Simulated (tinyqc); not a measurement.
# Changing the lattice temperature T

Model: decay of LO phonons and the hot-phonon bottleneck in the cooling of electrons. Computed by tinyqc, a small Python program. Command: `OMP_NUM_THREADS=1 python tinyqc.py 3006446 3006447 out.jsonl hotphonon sweep`. One thread of a shared host (Intel(R) Xeon(R) Processor @ 2.30GHz), about 0.01 s of CPU time with the checks.

n(E, T) = 1/(exp(E/(k_B T)) - 1) is the Bose occupation. Electrons have a temperature T_e; the LO modes within their reach share one occupation N; the decay products stay at the lattice temperature.

Inputs (values chosen for the exercise, modelled on indium phosphide): LO energy hbar omega = 44.2 meV; lifetime at T = 0, tau_0 = 13 ps.

Decay channel: two equal phonons (Klemens).

Constants: k_B = 8.617333262e-05 eV/K; c = 299792458 m/s.

Method. Decay rate 1/tau = (1/tau_0) [1 + 2 n(hbar omega/2)]. Full width Gamma = 1/(2 pi c tau) in 1/cm, c in cm/s.

One run for each value:

| lattice temperature T (K) | Raman width Gamma (1/cm) | phonon lifetime tau (ps) | equilibrium LO occupation N_0 | thermal factor tau_0/tau |
|---|---|---|---|---|
| 20 | 0.408 | 13.00 | 7.279e-12 | 1.000 |
| 31 | 0.409 | 12.99 | 6.520e-08 | 1.001 |
| 47 | 0.412 | 12.89 | 1.822e-05 | 1.009 |
| 71 | 0.431 | 12.32 | 7.293e-04 | 1.055 |
| 110 | 0.496 | 10.70 | 9.529e-03 | 1.215 |
| 170 | 0.640 | 8.29 | 5.146e-02 | 1.568 |
| 250 | 0.865 | 6.14 | 1.475e-01 | 2.118 |
| 390 | 1.286 | 4.13 | 3.669e-01 | 3.150 |
| 590 | 1.908 | 2.78 | 7.218e-01 | 4.673 |
| 900 | 2.886 | 1.84 | 1.302e+00 | 7.066 |

Describe and explain the trends.

Over the rows, Raman width Gamma (1/cm) rises from 0.408 to 2.89 (exponent d ln y / d ln x 0.0012 between the first rows and 0.98 between the last); phonon lifetime tau (ps) falls from 13.0 to 1.84 (exponent d ln y / d ln x -0.0012 between the first rows and -0.98 between the last); equilibrium LO occupation N_0 rises from 7.28e-12 to 1.30 (exponent d ln y / d ln x 21 between the first rows and 1.4 between the last). At the low end the exponent of Raman width Gamma is 0.00, close to 0: spontaneous decay alone. The width is flat while k_B T is small against the energy of the softer product, and then grows with the occupation of the products.
